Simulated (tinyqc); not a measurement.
Worked calculation: tight binding, honeycomb lattice. One step of it, computed by the program tinyqc.

Question. Levels at k. Diagonalise the Hermitian matrix.

H(k) at k (eV), order A, B:
```
[[0.590000, -2.222631+0.185540i],
 [-2.222631-0.185540i, -0.590000]]
```

Give: eigenvalues; weights |c|^2 of the basis functions.

Answer.

eigenvalues (eV): [-2.307, 2.307]

weights |c|^2 of the basis functions, order A, B:
```
[[0.372, 0.628],
 [0.628, 0.372]]
```
